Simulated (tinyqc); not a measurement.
Heat flow across a film from the phonon Boltzmann equation in the relaxation-time approximation: one step, computed by the program tinyqc.

Two black walls, hot at x = 0 and cold at x = L, emit phonons isotropically. For one free path Lambda, with tau = x/Lambda, tau_L = L/Lambda and phi = (T - T_cold)/Delta T, energy balance gives phi(tau) = (1/2) [E2(tau) + int_0^tau_L phi(s) E1(|tau - s|) ds]; E_n are the exponential integrals. The flux over the ballistic flux C v Delta T/4 is psi = 1 - 2 int_0^tau_L phi(s) E2(s) ds, and kappa_eff/kappa = (3/4) tau_L psi. kappa = C v Lambda/3 is an input, so at fixed kappa a longer free path means a smaller C v.

Problem. The small linear system for Lambda_1. Cut the film into n equal cells with constant phi, collocated at the centres c_i: the kernel integrates to A_ij = |E2(|c_i - e_j|) - E2(|c_i - e_(j+1)|)|/2 for cell edges e_j, and A_ii = 1 - E2(half a cell); solve (1 - A) phi = E2(c)/2; psi = 1 - 2 sum_j phi_j [E3(e_j) - E3(e_(j+1))].

Inputs (values chosen for the exercise, modelled on silicon carbide): film thickness L = 340 nm; free path Lambda_1 = 150 nm; cells n in the small system = 6.

Give: optical thickness tau_L; 1 - A; right-hand side E2(c)/2; flux weights E3(e_j) - E3(e_(j+1)).

Solution.

optical thickness tau_L = 2.267

1 - A:
```
[[0.5880, -0.1481, -0.0653, -0.0339, -0.0189, -0.0109],
 [-0.1481, 0.5880, -0.1481, -0.0653, -0.0339, -0.0189],
 [-0.0653, -0.1481, 0.5880, -0.1481, -0.0653, -0.0339],
 [-0.0339, -0.0653, -0.1481, 0.5880, -0.1481, -0.0653],
 [-0.0189, -0.0339, -0.0653, -0.1481, 0.5880, -0.1481],
 [-0.0109, -0.0189, -0.0339, -0.0653, -0.1481, 0.5880]]
```

right-hand side E2(c)/2: [0.2940, 0.1459, 0.08064, 0.04674, 0.02789, 0.01696]

flux weights E3(e_j) - E3(e_(j+1)): [0.2339, 0.1125, 0.06186, 0.03577, 0.02131, 0.01295]
